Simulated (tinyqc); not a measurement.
Implant damage, amorphisation by cascade overlap, and solid-phase epitaxial regrowth: one step, computed by the program tinyqc. Command: `OMP_NUM_THREADS=1 python tinyqc.py 3110664 3110665 out.jsonl sper walk`. One thread of a shared host (Intel(R) Xeon(R) Processor @ 2.30GHz), about 0.01 s of CPU time with the checks.

Range and width of the damage are inputs. Dynamic annealing enters only through the surviving share f.

Question. Overlap model. Gibbons model: a point turns amorphous after n + 1 hits; with y = A_i Q the amorphous share is 1 - exp(-y) sum_(k=0..n) y^k/k!. Doses are set by y.

Inputs (values chosen for the exercise, modelled on fluorine ions in silicon): overlaps needed n = 1; area amorphised by one track A_i = 0.32 nm^2.

Give: the table «Amorphous share» with the columns Q (1/cm^2), direct impact (n = 0), given n, for y = 0.1, 0.3, 0.6, 1.0, 2.0, 3.0, 5.0, 8.0.

Answer.

Amorphous share:
```
y    Q (1/cm^2)  direct impact (n = 0)  given n
0.1   3.125e+13                 0.0952   0.0047
0.3   9.375e+13                 0.2592   0.0369
0.6   1.875e+14                 0.4512   0.1219
1.0   3.125e+14                 0.6321   0.2642
2.0   6.250e+14                 0.8647   0.5940
3.0   9.375e+14                 0.9502   0.8009
5.0   1.562e+15                 0.9933   0.9596
8.0   2.500e+15                 0.9997   0.9970
```

At small y the share grows as y^2; between the first rows the exponent is 1.88.
